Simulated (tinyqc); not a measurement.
Worked calculation: MP2 on RHF in the 6-31g basis, for H3+, spin multiplicity 1. Computed by tinyqc, a small Python program that keeps every step (integrals from PySCF). Settings: charge = 1, multiplicity = 1, basis = 6-31g, method = RHF, energy threshold = 1e-10, iteration cap = 54, orthogonalisation = symmetric, start = atomic densities, DIIS depth = 6. Command: `OMP_NUM_THREADS=1 python tinyqc.py 23595 23596 out.jsonl` (the two numbers bound the seeds that draw the settings). One thread of a shared host (Intel(R) Xeon(R) Processor @ 2.60GHz), about 0.1 s of CPU time with the checks. The early iterations of the SCF are left out here.

## One-electron integrals

Geometry (angstrom):
```
atom         x         y          z
H     0.000000  0.000000   0.000000
H     0.000000  0.000000   0.937000
H     0.000000  0.895000  -0.275000
```

Basis 6-31g: exponents (1/bohr^2) and contraction coefficients of normalised primitives:
```
element  l (shell)   exponent  coefficient
H            s (1)  18.731137     0.033495
H            s (1)   2.825394     0.234727
H            s (1)   0.640122     0.813757
H            s (2)   0.161278     1.000000
```

Overlap, kinetic and nuclear-attraction integrals over the contracted functions; the nuclear repulsion is the sum of Za Zb / Rab.

nuclear repulsion = 1.48116814 hartree

overlap S, order 1H 1s, 1H 2s, 2H 1s, 2H 2s, 3H 1s, 3H 2s:
```
[[1.000000, 0.658292, 0.295957, 0.435971, 0.296458, 0.436241],
 [0.658292, 1.000000, 0.435971, 0.776603, 0.436241, 0.776898],
 [0.295957, 0.435971, 1.000000, 0.658292, 0.053333, 0.227085],
 [0.435971, 0.776603, 0.658292, 1.000000, 0.227085, 0.520130],
 [0.296458, 0.436241, 0.053333, 0.227085, 1.000000, 0.658292],
 [0.436241, 0.776898, 0.227085, 0.520130, 0.658292, 1.000000]]
```

kinetic energy T (hartree), order 1H 1s, 1H 2s, 2H 1s, 2H 2s, 3H 1s, 3H 2s:
```
[[1.395678, 0.259735, 0.063454, 0.124477, 0.063897, 0.124625],
 [0.259735, 0.241917, 0.124477, 0.156207, 0.124625, 0.156314],
 [0.063454, 0.124477, 1.395678, 0.259735, -0.045830, 0.025858],
 [0.124477, 0.156207, 0.259735, 0.241917, 0.025858, 0.070994],
 [0.063897, 0.124625, -0.045830, 0.025858, 1.395678, 0.259735],
 [0.124625, 0.156314, 0.025858, 0.070994, 0.259735, 0.241917]]
```

nuclear attraction V (hartree), order 1H 1s, 1H 2s, 2H 1s, 2H 2s, 3H 1s, 3H 2s:
```
[[-2.779710, -1.469610, -0.738038, -0.984404, -0.739492, -0.985061],
 [-1.469610, -1.595505, -0.925558, -1.243351, -0.926289, -1.243851],
 [-0.738038, -0.925558, -2.567493, -1.336990, -0.121424, -0.483640],
 [-0.984404, -1.243351, -1.336990, -1.461516, -0.483720, -0.843538],
 [-0.739492, -0.926289, -0.121424, -0.483720, -2.567905, -1.337227],
 [-0.985061, -1.243851, -0.483640, -0.843538, -1.337227, -1.461699]]
```

core Hamiltonian H = T + V (hartree), order 1H 1s, 1H 2s, 2H 1s, 2H 2s, 3H 1s, 3H 2s:
```
[[-1.384032, -1.209875, -0.674584, -0.859927, -0.675596, -0.860436],
 [-1.209875, -1.353588, -0.801082, -1.087144, -0.801664, -1.087537],
 [-0.674584, -0.801082, -1.171815, -1.077255, -0.167253, -0.457781],
 [-0.859927, -1.087144, -1.077255, -1.219599, -0.457861, -0.772544],
 [-0.675596, -0.801664, -0.167253, -0.457861, -1.172227, -1.077492],
 [-0.860436, -1.087537, -0.457781, -0.772544, -1.077492, -1.219783]]
```

## Two-electron integrals

Functions are numbered as in S; the eight-fold symmetry (ij|kl) = (ji|kl) = (kl|ij) leaves the list below.

Two-electron integrals (ij|kl) in chemists' order, unique and non-zero (hartree):
```
(11|11) 1.076566   (21|11) 0.578470   (21|21) 0.329423   (22|11) 0.587396
(22|21) 0.361304   (22|22) 0.453150   (31|11) 0.246109   (31|21) 0.142598
(31|22) 0.159870   (31|31) 0.082250   (32|11) 0.263857   (32|21) 0.163250
(32|22) 0.204620   (32|31) 0.101303   (32|32) 0.143396   (33|11) 0.549988
(33|21) 0.349482   (33|22) 0.455839   (33|31) 0.246109   (33|32) 0.374141
(33|33) 1.076566   (41|11) 0.374141   (41|21) 0.214230   (41|22) 0.237002
(41|31) 0.101303   (41|32) 0.119126   (41|33) 0.263857   (41|41) 0.143396
(42|11) 0.425734   (42|21) 0.264100   (42|22) 0.337635   (42|31) 0.132559
(42|32) 0.180949   (42|33) 0.425734   (42|41) 0.180949   (42|42) 0.273301
(43|11) 0.349482   (43|21) 0.220713   (43|22) 0.288591   (43|31) 0.142598
(43|32) 0.214230   (43|33) 0.578470   (43|41) 0.163250   (43|42) 0.264100
(43|43) 0.329423   (44|11) 0.455839   (44|21) 0.288591   (44|22) 0.387090
(44|31) 0.159870   (44|32) 0.237002   (44|33) 0.587396   (44|41) 0.204620
(44|42) 0.337635   (44|43) 0.361304   (44|44) 0.453150   (51|11) 0.246594
(51|21) 0.142870   (51|22) 0.160158   (51|31) 0.056477   (51|32) 0.064527
(51|33) 0.133795   (51|41) 0.090568   (51|42) 0.112754   (51|43) 0.086644
(51|44) 0.119743   (51|51) 0.082536   (52|11) 0.264135   (52|21) 0.163410
(52|22) 0.204791   (52|31) 0.064471   (52|32) 0.079246   (52|33) 0.167223
(52|41) 0.103674   (52|42) 0.143843   (52|43) 0.108936   (52|44) 0.155534
(52|51) 0.101549   (52|52) 0.143575   (53|11) 0.040129   (53|21) 0.023915
(53|22) 0.027844   (53|31) 0.012331   (53|32) 0.015252   (53|33) 0.034704
(53|41) 0.016534   (53|42) 0.022216   (53|43) 0.021230   (53|44) 0.026011
(53|51) 0.012350   (53|52) 0.015260   (53|53) 0.002556   (54|11) 0.140653
(54|21) 0.086657   (54|22) 0.107763   (54|31) 0.036405   (54|32) 0.045223
(54|33) 0.096671   (54|41) 0.056238   (54|42) 0.078513   (54|43) 0.062472
(54|44) 0.086941   (54|51) 0.052624   (54|52) 0.073249   (54|53) 0.008608
(54|54) 0.038495   (55|11) 0.550343   (55|21) 0.349677   (55|22) 0.455993
(55|31) 0.133616   (55|32) 0.167138   (55|33) 0.351020   (55|41) 0.220141
(55|42) 0.315734   (55|43) 0.230498   (55|44) 0.338383   (55|51) 0.246594
(55|52) 0.374386   (55|53) 0.034704   (55|54) 0.187800   (55|55) 1.076566
(61|11) 0.374386   (61|21) 0.214368   (61|22) 0.237152   (61|31) 0.090455
(61|32) 0.103640   (61|33) 0.220167   (61|41) 0.138310   (61|42) 0.171320
(61|43) 0.139964   (61|44) 0.185823   (61|51) 0.101549   (61|52) 0.119303
(61|53) 0.016542   (61|54) 0.062849   (61|55) 0.264135   (61|61) 0.143575
(62|11) 0.425939   (62|21) 0.264223   (62|22) 0.337784   (62|31) 0.112606
(62|32) 0.143791   (62|33) 0.315783   (62|41) 0.171291   (62|42) 0.246325
(62|43) 0.202069   (62|44) 0.278472   (62|51) 0.132836   (62|52) 0.181137
(62|53) 0.022222   (62|54) 0.094132   (62|55) 0.425939   (62|61) 0.181137
(62|62) 0.273508   (63|11) 0.140595   (63|21) 0.086627   (63|22) 0.107741
(63|31) 0.052531   (63|32) 0.073205   (63|33) 0.187800   (63|41) 0.062795
(63|42) 0.094094   (63|43) 0.108439   (63|44) 0.121587   (63|51) 0.036456
(63|52) 0.045246   (63|53) 0.008608   (63|54) 0.025944   (63|55) 0.096671
(63|61) 0.056253   (63|62) 0.078529   (63|63) 0.038495   (64|11) 0.277464
(64|21) 0.172679   (64|22) 0.222398   (64|31) 0.083053   (64|32) 0.111838
(64|33) 0.257600   (64|41) 0.116761   (64|42) 0.175625   (64|43) 0.161673
(64|44) 0.212353   (64|51) 0.083186   (64|52) 0.111902   (64|53) 0.015877
(64|54) 0.060686   (64|55) 0.257600   (64|61) 0.116827   (64|62) 0.175681
(64|63) 0.060686   (64|64) 0.122593   (65|11) 0.349677   (65|21) 0.220819
(65|22) 0.288679   (65|31) 0.086526   (65|32) 0.108880   (65|33) 0.230498
(65|41) 0.139939   (65|42) 0.202034   (65|43) 0.150868   (65|44) 0.219466
(65|51) 0.142870   (65|52) 0.214368   (65|53) 0.021230   (65|54) 0.108439
(65|55) 0.578470   (65|61) 0.163410   (65|62) 0.264223   (65|63) 0.062472
(65|64) 0.161673   (65|65) 0.329423   (66|11) 0.455993   (66|21) 0.288679
(66|22) 0.387175   (66|31) 0.119566   (66|32) 0.155451   (66|33) 0.338383
(66|41) 0.185761   (66|42) 0.278409   (66|43) 0.219466   (66|44) 0.314042
(66|51) 0.160158   (66|52) 0.237152   (66|53) 0.026011   (66|54) 0.121587
(66|55) 0.587396   (66|61) 0.204791   (66|62) 0.337784   (66|63) 0.086941
(66|64) 0.212353   (66|65) 0.361304   (66|66) 0.453150
```

## Orthogonalisation

S = U s U^T; symmetric (Loewdin) form X = U s^(-1/2) U^T, so that X^T S X = 1.

eigenvalues of S: [0.090067, 0.222948, 0.430006, 0.660567, 1.203589, 3.392824]

X, order 1H 1s, 1H 2s, 2H 1s, 2H 2s, 3H 1s, 3H 2s:
```
[[1.274607, -0.539818, -0.075554, 0.048769, -0.075862, 0.048872],
 [-0.539818, 2.338607, -0.007968, -0.786014, -0.007882, -0.786811],
 [-0.075554, -0.007968, 1.264847, -0.493597, 0.037309, 0.036857],
 [0.048769, -0.786014, -0.493597, 1.758029, 0.036872, -0.043430],
 [-0.075862, -0.007882, 0.037309, 0.036872, 1.264906, -0.493593],
 [0.048872, -0.786811, 0.036857, -0.043430, -0.493593, 1.758729]]
```

## Iteration 6 (converged): orbitals

converged F (hartree), order 1H 1s, 1H 2s, 2H 1s, 2H 2s, 3H 1s, 3H 2s:
```
[[-0.484989, -0.810921, -0.560776, -0.645748, -0.561369, -0.646057],
 [-0.810921, -0.788325, -0.590612, -0.673900, -0.591006, -0.674088],
 [-0.560776, -0.590612, -0.320627, -0.653226, -0.245603, -0.404803],
 [-0.645748, -0.673900, -0.653226, -0.644094, -0.404909, -0.531849],
 [-0.561369, -0.591006, -0.245603, -0.404909, -0.320864, -0.653466],
 [-0.646057, -0.674088, -0.404803, -0.531849, -0.653466, -0.644251]]
```

Diagonalise F' = X^T F X, C = X C', fill 1 alpha and 1 beta electrons from the bottom; D = 2 C_occ C_occ^T. Each column has its largest component positive (the first on a tie).

F' = X^T F X (hartree):
```
[[0.132086, -0.587785, -0.310992, -0.112178, -0.311575, -0.112146],
 [-0.587785, 0.009247, -0.132039, -0.159338, -0.132022, -0.159412],
 [-0.310992, -0.132039, 0.185332, -0.532496, 0.006610, -0.069268],
 [-0.112178, -0.159338, -0.532496, -0.031017, -0.069274, -0.120181],
 [-0.311575, -0.132022, 0.006610, -0.069274, 0.185448, -0.532555],
 [-0.112146, -0.159412, -0.069268, -0.120181, -0.532555, -0.030939]]
```

orbital energies (hartree): [-1.057120, -0.331423, -0.106314, 0.488886, 0.599406, 0.856722]

coefficients C, order 1H 1s, 1H 2s, 2H 1s, 2H 2s, 3H 1s, 3H 2s:
```
[[0.353376, -0.000230, 0.248774, -0.795619, -0.000027, -1.054743],
 [0.235495, -0.000387, 1.788601, 1.106451, -0.000324, 1.587047],
 [0.247519, 0.305920, -0.089782, -0.605878, -0.896143, 0.720364],
 [0.141452, 0.691553, -1.103406, 0.218880, 1.135350, -0.951346],
 [0.247687, -0.305691, -0.090019, -0.607507, 0.893422, 0.722512],
 [0.141452, -0.690672, -1.105331, 0.221122, -1.132963, -0.954029]]
```

D after iteration 6, order 1H 1s, 1H 2s, 2H 1s, 2H 2s, 3H 1s, 3H 2s:
```
[[0.249750, 0.166436, 0.174935, 0.099972, 0.175054, 0.099972],
 [0.166436, 0.110915, 0.116579, 0.066623, 0.116658, 0.066623],
 [0.174935, 0.116579, 0.122531, 0.070024, 0.122615, 0.070024],
 [0.099972, 0.066623, 0.070024, 0.040018, 0.070072, 0.040018],
 [0.175054, 0.116658, 0.122615, 0.070072, 0.122698, 0.070072],
 [0.099972, 0.066623, 0.070024, 0.040018, 0.070072, 0.040018]]
```

## Convergence

Stop when the energy changes by less than 1e-10 hartree and every element of the error matrix X^T (F D S - S D F) X is below 3e-06.

Course of the cycle:
```
iteration  E (hartree)     change  largest element of the error matrix
1          -0.68545698          -                             1.17e-01
2          -1.22322027  -5.38e-01                             2.03e-02
3          -1.22428058  -1.06e-03                             1.37e-03
4          -1.22428463  -4.05e-06                             6.70e-05
5          -1.22428464  -1.15e-08                             2.46e-06
6          -1.22428464  -1.15e-11                             4.83e-08
```

PySCF RHF in the same basis = -1.22428464 hartree

Converged in 6 iterations.

## Integrals over molecular orbitals

(pq|rs) = sum C_ip C_jq C_kr C_ls (ij|kl), one index at a time.

one-electron integrals over orbitals h = C^T H C (hartree):
```
[[-1.648332, 0.000126, -0.056620, 0.116864, 0.000022, 0.043199],
 [0.000126, -1.138832, -0.000046, -0.000226, 0.185390, 0.000112],
 [-0.056620, -0.000046, -0.871189, 0.011025, -0.000064, 0.201695],
 [0.116864, -0.000226, 0.011025, -0.370360, 0.000097, -0.050085],
 [0.000022, 0.185390, -0.000064, 0.000097, -0.244303, -0.000046],
 [0.043199, 0.000112, 0.201695, -0.050085, -0.000046, -0.185091]]
```

Two-electron integrals over orbitals (pq|rs), unique and non-zero (hartree):
```
(11|11) 0.591212    (21|11) -0.000126   (21|21) 0.118465    (22|11) 0.462937
(22|21) 0.000134    (22|22) 0.455676    (31|11) 0.056620    (31|21) 0.000012
(31|22) -0.021633   (31|31) 0.073776    (32|11) 0.000029    (32|21) -0.065008
(32|22) -0.000075   (32|31) -0.000059   (32|32) 0.057163    (33|11) 0.419326
(33|21) -0.000111   (33|22) 0.361684    (33|31) 0.032567    (33|32) 0.000065
(33|33) 0.364990    (41|11) -0.116864   (41|21) 0.000106    (41|22) -0.071496
(41|31) -0.015631   (41|32) -0.000027   (41|33) -0.044057   (41|41) 0.067256
(42|11) 0.000166    (42|21) -0.028680   (42|22) 0.000062    (42|31) 3.67e-06
(42|32) 0.010408    (42|33) 0.000064    (42|41) -0.000117   (42|42) 0.029825
(43|11) -0.013328   (43|21) 0.000010    (43|22) -0.004206   (43|31) 0.008258
(43|32) -0.000017   (43|33) -0.000854   (43|41) 0.016485    (43|42) 0.000015
(43|43) 0.035253    (44|11) 0.463251    (44|21) -0.000246   (44|22) 0.380196
(44|31) 0.045787    (44|32) 0.000107    (44|33) 0.363046    (44|41) -0.065988
(44|42) 0.000137    (44|43) 0.005606    (44|44) 0.403618    (51|11) -0.000022
(51|21) -0.066887   (51|22) -0.000160   (51|31) 9.34e-07    (51|32) 0.029793
(51|33) 0.000012    (51|41) -0.000038   (51|42) 0.038667    (51|43) 0.000014
(51|44) 0.000080    (51|51) 0.061522    (52|11) -0.126138   (52|21) -0.000128
(52|22) -0.107769   (52|31) 0.009502    (52|32) 0.000045    (52|33) -0.050448
(52|41) 0.058107    (52|42) 0.000008    (52|43) -0.006257   (52|44) -0.078717
(52|51) 0.000203    (52|52) 0.092501    (53|11) 0.000032    (53|21) 0.010525
(53|22) 0.000023    (53|31) 0.000031    (53|32) 0.005369    (53|33) 0.000036
(53|41) 0.000016    (53|42) -0.016249   (53|43) -0.000008   (53|44) 0.000022
(53|51) -0.020564   (53|52) -0.000070   (53|53) 0.019444    (54|11) -0.000067
(54|21) 0.095589    (54|22) 0.000106    (54|31) 0.000041    (54|32) -0.052774
(54|33) -0.000066   (54|41) 0.000087    (54|42) -0.024853   (54|43) 0.000013
(54|44) -0.000185   (54|51) -0.057051   (54|52) -0.000114   (54|53) 0.009530
(54|54) 0.087503    (55|11) 0.452615    (55|21) 0.000414    (55|22) 0.441693
(55|31) -0.021660   (55|32) -0.000225   (55|33) 0.345387    (55|41) -0.081288
(55|42) -0.000033   (55|43) 0.000320    (55|44) 0.377575    (55|51) -0.000376
(55|52) -0.122758   (55|53) 0.000067    (55|54) 0.000371    (55|55) 0.454438
(61|11) -0.043199   (61|21) -0.000050   (61|22) 0.041045    (61|31) -0.064988
(61|32) 0.000079    (61|33) -0.026941   (61|41) 0.019513    (61|42) 0.000040
(61|43) 0.026819    (61|44) -0.025472   (61|51) 0.000021    (61|52) -0.034995
(61|53) -0.000031   (61|54) -0.000070   (61|55) 0.050762    (61|61) 0.100816
(62|11) -0.000081   (62|21) 0.076417    (62|22) 0.000020    (62|31) 0.000078
(62|32) -0.038724   (62|33) -0.000053   (62|41) 0.000087    (62|42) -0.033784
(62|43) -0.000031   (62|44) -0.000152   (62|51) -0.058746   (62|52) -0.000074
(62|53) 0.022038    (62|54) 0.065693    (62|55) 0.000224    (62|61) -0.000146
(62|62) 0.067919    (63|11) -0.133342   (63|21) 0.000094    (63|22) -0.073887
(63|31) -0.034397   (63|32) -0.000016   (63|33) -0.061483   (63|41) 0.058356
(63|42) -0.000097   (63|43) 0.011182    (63|44) -0.082562   (63|51) -0.000031
(63|52) 0.049318    (63|53) 0.000008    (63|54) 0.000062    (63|55) -0.073595
(63|61) 0.034503    (63|62) 0.000066    (63|63) 0.068912    (64|11) 0.034799
(64|21) 0.000134    (64|22) -0.042926   (64|31) 0.070456    (64|32) -0.000134
(64|33) 0.023354    (64|41) -0.009918   (64|42) -0.000060   (64|43) -0.004479
(64|44) 0.031939    (64|51) -0.000067   (64|52) 0.033572    (64|53) 0.000042
(64|54) 0.000156    (64|55) -0.054937   (64|61) -0.085610   (64|62) 0.000196
(64|63) -0.028018   (64|64) 0.092153    (65|11) 0.000034    (65|21) -0.102815
(65|22) -0.000153   (65|31) -0.000044   (65|32) 0.064253    (65|33) 0.000063
(65|41) -0.000069   (65|42) 0.039323    (65|43) 0.000015    (65|44) 0.000179
(65|51) 0.072612    (65|52) 0.000170    (65|53) -0.013383   (65|54) -0.092622
(65|55) -0.000458   (65|61) 0.000102    (65|62) -0.079198   (65|63) -0.000049
(65|64) -0.000183   (65|65) 0.113641    (66|11) 0.571314    (66|21) -0.000316
(66|22) 0.449565    (66|31) 0.061282    (66|32) 0.000142    (66|33) 0.414071
(66|41) -0.131723   (66|42) 0.000244    (66|43) -0.018523   (66|44) 0.459449
(66|51) 0.000106    (66|52) -0.128502   (66|53) 0.000008    (66|54) -0.000240
(66|55) 0.450758    (66|61) -0.054587   (66|62) -0.000222   (66|63) -0.144713
(66|64) 0.044616    (66|65) 0.000236    (66|66) 0.596361
```

## Second-order Moller-Plesset energy

Hartree-Fock energy = -1.22428464 hartree

E2 = sum_ijab (ia|jb) [2 (ia|jb) - (ib|ja)] / (e_i + e_j - e_a - e_b) over occupied i, j and virtual a, b; the opposite-spin part is (ia|jb)^2 / denominator, the rest is same-spin, and SCS-MP2 scales them by 6/5 and 1/3.

Terms:
```
i  j  a  b    (ia|jb)    (ib|ja)  denominator       term
1  1  2  2   0.118465   0.118465    -1.451394  -0.009669
1  1  3  3   0.073776   0.073776    -1.901612  -0.002862
1  1  6  6   0.100816   0.100816    -3.827684  -0.002655
1  1  2  5  -0.066887  -0.066887    -2.382224  -0.001878
1  1  5  2  -0.066887  -0.066887    -2.382224  -0.001878
1  1  3  6  -0.064988  -0.064988    -2.864648  -0.001474
1  1  6  3  -0.064988  -0.064988    -2.864648  -0.001474
1  1  4  4   0.067256   0.067256    -3.092013  -0.001463
1  1  5  5   0.061522   0.061522    -3.313053  -0.001142
1  1  6  4   0.019513   0.019513    -3.459849  -0.000110
1  1  4  6   0.019513   0.019513    -3.459849  -0.000110
1  1  4  3  -0.015631  -0.015631    -2.496813  -0.000098
1  1  3  4  -0.015631  -0.015631    -2.496813  -0.000098
1  1  2  4   0.000106   0.000106    -2.271704  -4.96e-09
1  1  4  2   0.000106   0.000106    -2.271704  -4.96e-09
1  1  2  6  -0.000050  -0.000050    -2.639539  -9.47e-10
1  1  6  2  -0.000050  -0.000050    -2.639539  -9.47e-10
1  1  4  5  -0.000038  -0.000038    -3.202533  -4.48e-10
1  1  5  4  -0.000038  -0.000038    -3.202533  -4.48e-10
1  1  6  5   0.000021   0.000021    -3.570369  -1.24e-10
1  1  5  6   0.000021   0.000021    -3.570369  -1.24e-10
1  1  3  2   0.000012   0.000012    -1.676503  -9.07e-11
1  1  2  3   0.000012   0.000012    -1.676503  -9.07e-11
1  1  3  5   9.34e-07   9.34e-07    -2.607333          0
1  1  5  3   9.34e-07   9.34e-07    -2.607333          0
```

Pair energies (hartree; pair i-j sums ij and ji):
```
pair  opposite spin  same spin
1-1       -0.024913          0
```

MP2 correlation energy = -0.02491273 hartree

SCS-MP2 correlation energy = -0.02989528 hartree

MP2 total energy = -1.24919738 hartree
